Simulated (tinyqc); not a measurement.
Gaussian against the exact two-step profile: two-step dopant diffusion (predeposition and drive-in) with a constant diffusivity. Computed by tinyqc, a small Python program. Command: `OMP_NUM_THREADS=1 python tinyqc.py 3003209 3003210 out.jsonl dopdiff walk`. One thread of a shared host (Intel(R) Xeon(R) Processor @ 2.30GHz), about 0.05 s of CPU time with the checks.

Fick diffusion into a half space x > 0 whose background doping C_B is of the opposite type, so that a junction lies where C = C_B.

Inputs (values chosen for the exercise, modelled on antimony in silicon):

| quantity | value | unit |
|---|---|---|
| prefactor D0 | 4.73 | cm^2/s |
| activation energy E | 3.85 | eV |
| surface concentration C_s | 1.9e+18 | 1/cm^3 |
| background doping C_B | 1.6e+14 | 1/cm^3 |
| predeposition temperature T1 | 875 | C |
| predeposition time t1 | 10 | min |
| drive-in temperature T2 | 1175 | C |
| drive-in time t2 | 60 | min |

Furnace ramps of the drive-in: none.

Constants: k_B = 8.617333262e-05 eV/K.

Method:
- D = D0 exp(-E/(k_B T)).
- Temperatures in kelvin are T(C) + 273.15.
- Times in seconds are 60 times the minutes.
- (Dt)2 = D2 t2, t2 in seconds.
- C = C_s erfc(x/(2 sqrt(D1 t1))); dose Q = 2 C_s sqrt(D1 t1/pi); the junction solves erfc(z) = C_B/C_s with x_j = 2 z sqrt(D1 t1).
- With a sealed surface and a thin source, C = Q/sqrt(pi (Dt)2) exp(-x^2/(4 (Dt)2)); x_j = 2 sqrt((Dt)2 ln(C(0)/C_B)); gradient at the junction |dC/dx| = C_B x_j/(2 (Dt)2).
- Exact two-step profile: C = (2 C_s/pi) int_0^alpha exp(-beta (1 + u^2))/(1 + u^2) du with alpha = sqrt(D1 t1/(Dt)2), beta = x^2/(4 (D1 t1 + (Dt)2)).
- The integral takes 48 Gauss-Legendre points; solve C(x) = C_B.
- Gaussian: C = Q/sqrt(pi (Dt)2) exp(-x^2/(4 (Dt)2)).
- Depths are fractions of the Gaussian x_j.

surface concentration C(0) (Gaussian) = 8.77207e+15 1/cm^3

junction depth x_j = 1.04371 um

drive-in budget (Dt)2 = 6.80125e-10 cm^2

product D1 t1 = 3.57705e-14 cm^2

exact junction depth = 1.04373 um

Profiles:

| x/x_j | x (um) | Gaussian (1/cm^3) | exact (1/cm^3) | ratio |
|---|---|---|---|---|
| 0.0 | 0.0000 | 8.7721e+15 | 8.7719e+15 | 1.0000 |
| 0.2 | 0.2087 | 7.4738e+15 | 7.4737e+15 | 1.0000 |
| 0.4 | 0.4175 | 4.6224e+15 | 4.6224e+15 | 1.0000 |
| 0.6 | 0.6262 | 2.0752e+15 | 2.0753e+15 | 1.0000 |
| 0.8 | 0.8350 | 6.7632e+14 | 6.7637e+14 | 0.9999 |
| 1.0 | 1.0437 | 1.6000e+14 | 1.6002e+14 | 0.9999 |
| 1.2 | 1.2525 | 2.7477e+13 | 2.7482e+13 | 0.9998 |

What follows from these numbers?

With D1 t1/(Dt)2 = 5.3e-5, the Gaussian is 0.0018 % high at the surface and 0.012 % low at its own junction; the exact junction lies at 1.044 um, 0.0015 % deeper. The dose is the same, but the real source already has a width, which is negligible here.
